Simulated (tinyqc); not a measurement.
# Trap density from the capacitance step

Problem. A junction with shallow donors Nd and a deep trap has C_HF = eps0 eps_r/W and C_LF = eps0 eps_r (Nd + Nt)/(Nd W + Nt xt), xt = W - lam. Find W, xt and Nt.

Values chosen for this exercise:
- eps_r = 11.9 (relative permittivity)
- Nd = 8.4e14 cm^-3 (shallow donor density)

Constants: eps0 = 8.8541878128e-14 F/cm where lengths are in cm. Results are converted to the units shown.

C_HF = 8.2964812 nF/cm^2
C_LF = 8.6897591 nF/cm^2
lam = 428.86634 nm

Solution. C_HF gives W. With y = C_LF/C_HF, Nt/Nd = (y - 1)/(1 - y xt/W).

W = 1270 nm
xt = 841.1 nm
Nt = 1.300e14 cm^-3

tinyqc, about 0.01 s, one thread, Intel Xeon 2.30GHz (shared host): `OMP_NUM_THREADS=1 python tinyqc.py 2050008 2050009 out.jsonl`
